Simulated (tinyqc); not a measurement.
p-type polysilicon, carrier trapping at grain boundaries: effect of the doping.

One-dimensional grains of size Lg, uniform ionised doping N, monovalent traps Qt at each boundary at a depth Et below (for electrons) or above (for holes) the band edge there, abrupt depletion of width W on each side of a boundary, Boltzmann statistics. xi is the distance from the band edge at the grain centre to the Fermi level. Trapped charge Qt/(1 + exp((xi + VB - Et)/Vt)) = 2 N W, barrier VB = q N W^2/(2 eps0 eps_r).

If the trap equation with xi = Vt ln(NB/N) has a root W < Lg/2, the grain is partly depleted; otherwise W = Lg/2 and the trap equation gives xi = Et - VB + Vt ln(Qt/(N Lg) - 1). N* = Qt/Lg. n0 = NB exp(-xi/Vt); mean density n0 (1 - 2 W/Lg) by charge balance in a partly depleted grain, and n0 (sqrt(pi)/2) erf(u)/u with u = sqrt(VB/Vt) in a fully depleted one; v = sqrt(kB T/(2 pi ms m0)); barrier resistivity Vt exp(VB/Vt)/(q fe n0 v Lg); grain resistivity (1 - 2 W/Lg)/(q n0 mug); effective mobility 1/(q mean density total resistivity). Rows with xi above 0.45 V, towards mid-gap, are left out, since the other carrier type is ignored.

Inputs (values chosen for the exercise); values of the order met in polycrystalline silicon:
- T = 300 K (temperature)
- eps_r = 11.7 (relative permittivity)
- NB = 2.65e19 cm^-3 (valence-band density of states at T)
- Lg = 110 nm (grain size)
- Qt = 1.6e12 cm^-2 (trap density of a grain boundary)
- Et = 0.33 eV (depth of the trap level from the majority band edge at the boundary)
- ms = 0.27 m0 (mass for thermionic emission)
- fe = 1 (correction factor of the emission rate)
- mug = 76 cm^2/(V s) (mobility inside the grains)

Constants: q = 1.602176634e-19 C, kB = 1.380649e-23 J/K, m0 = 9.1093837015e-31 kg, Vt = kB T/q, eps0 = 8.8541878128e-14 F/cm where lengths are in cm. Results are converted to the units shown.

Effect of the doping:
columns A: N (cm^-3); B: N/N*; C: depleted share 2 W/Lg; D: VB (V); E: xi (V); F: mean density (cm^-3); G: resistivity (ohm cm); H: effective mobility (cm^2/(V s))
```
A             B        C         D        E         F        G      H
7.3e15  0.05019    1.000   0.01708   0.3889  6.335e12    707.7   1392
1.5e16   0.1031    1.000   0.03509   0.3508  2.319e13    325.2  827.6
3.2e16   0.2200    1.000   0.07486   0.2879  1.981e14    132.6  237.6
6.8e16   0.4675    1.000    0.1591   0.1743  1.117e16    42.59  13.12
1.4e17   0.9625   0.7261    0.1727   0.1355  3.834e16    16.27  10.01
3e17      2.062   0.4540    0.1446   0.1158  1.638e17    2.691  14.16
6.3e17    4.331   0.2303   0.07817  0.09667  4.849e17   0.1928  66.75
1.3e18    8.938   0.1119   0.03805  0.07794  1.155e18  0.06560  82.40
2.8e18    19.25  0.05195   0.01767  0.05810  2.655e18  0.02981  78.87
5.8e18    39.88  0.02508  0.008533  0.03928  5.655e18  0.01448  76.21
```

What does the table show?

As N goes from 7.3e15 to 5.8e18, VB goes from 0.0171 through a maximum of 0.173 (at N = 1.4e17 among the rows listed) to 0.00853 V, the resistivity falls from 708 to 0.0145 ohm cm and the effective mobility moves up and down between 10.0 and 1390 cm^2/(V s). The steepest fall of the resistivity among the rows, as N^(-3.6), lies between N = 3e17 and 6.3e17 cm^-3; N* = 1.45e17 cm^-3. While the grain is fully depleted VB grows as N; once the traps are full it falls as 1/N. For N = 2.8e18, 5.8e18 xi is under 2.5 Vt, where Boltzmann statistics begin to fail. For N = 7.3e15, 2.8e18, 5.8e18 VB is below Vt, where abrupt depletion and thermionic emission are rough. For N = 6.8e16, 1.4e17 the grain is near the changeover between partial and full depletion, within a few Debye lengths, where both limits are rough. For N = 7.3e15, 1.5e16, 3.2e16, 1.3e18, 2.8e18, 5.8e18 the effective mobility exceeds mug, since drift through the depleted part of the grain is left out.

Computed by the program tinyqc: `OMP_NUM_THREADS=1 python tinyqc.py 2830303 2830304 out.jsonl`, one thread of a shared Intel Xeon 2.30GHz, about 0.01 s for the whole run.
